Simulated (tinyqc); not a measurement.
Well width for a wanted wavelength.

Inverse problem. The layer is x parts of the first compound and 1 - x of the second, grown coherently on the third as substrate and barrier. Rows of the table: lattice constant a, average valence level Ea on an absolute scale, spin-orbit splitting so, gaps at Gamma, X and L, hydrostatic deformation potentials av and ac (Gamma), shear potential b, elastic constants, electron and heavy-hole (along z) masses. All are interpolated linearly in x; gaps get -C x (1 - x), taken wholly in the conduction band; real line-ups can differ from this model by 0.1 eV or more. In-plane strain e = (a_substrate - a)/a, e_z = -2 (c12/c11) e, volume change 2 e + e_z. With v = 2 e + e_z and d = 2 b (e_z - e): Eav = Ea + av v; E_hh = Eav + so/3 - d/2; E_lh = Eav - so/6 + d/4 + sqrt(so^2 + so d + 9 d^2/4)/2; E_c = Ea + so/3 + EG + ac v (Gamma). Substrate: E_v = Ea + so/3, E_c = E_v + EG. Well depths: dEc = E_c(substrate) - E_c, dEhh = E_hh - E_v(substrate), dElh likewise; strained Gamma gap E_c - max(E_hh, E_lh); positive values confine carriers in the layer. Lowest level of a finite well of width Lw and depth V: kw Lw/2 = arctan(sqrt((mw/mb)(V - E)/E)), kw = sqrt(mw E/C), C = hbar^2/(2 m0), for electrons (dEc) and heavy holes (dEhh), mb from the substrate; transition E_c - E_hh + both levels, without exciton binding; wavelength h c/E. Find Lw and the two levels.

Parameters, values chosen for the exercise: fraction of the first compound in the layer x = 0.48; bowing of the Gamma gap CG = 1.43 eV; bowing of the X gap CX = 1.2 eV; bowing of the L gap CL = 1.2 eV.

Constants: q = 1.602176634e-19 C, hbar = 1.054571817e-34 J s, h = 6.62607015e-34 J s, m0 = 9.1093837015e-31 kg, c = 299792458 m/s, hbar^2/(2 m0) = 0.0380998212 eV nm^2. Results are converted to the units shown.

Binary compounds, values chosen for the exercise:

|  | close to GaSb | close to GaAs | close to InP |
|---|---|---|---|
| a (angstrom) | 6.096 | 5.653 | 5.869 |
| Ea (eV) | -6.25 | -6.92 | -7.04 |
| so (eV) | 0.756 | 0.342 | 0.109 |
| EG (eV) | 0.722 | 1.41 | 1.35 |
| EX (eV) | 1.03 | 1.93 | 2.17 |
| EL (eV) | 0.806 | 1.69 | 1.91 |
| av (eV) | 0.8 | 1.15 | 1.26 |
| ac (eV) | -6.8 | -7.2 | -4.99 |
| b (eV) | -1.99 | -1.7 | -1.71 |
| c11 (GPa) | 88.6 | 118 | 100 |
| c12 (GPa) | 40.5 | 53.9 | 56.1 |
| me (m0) | 0.0386 | 0.0677 | 0.0796 |
| mh (m0) | 0.253 | 0.35 | 0.535 |

wavelength = 1672.2958 nm

Solution. Both levels fall steadily as the well widens, so the wavelength rises steadily and one width matches.

Lw = 12.2 nm
electron level = 14.7 meV
heavy-hole level = 6.87 meV

Computed by the program tinyqc: `OMP_NUM_THREADS=1 python tinyqc.py 2690124 2690125 out.jsonl`, one thread of a shared Intel Xeon 2.30GHz, about 0.01 s for the whole run.
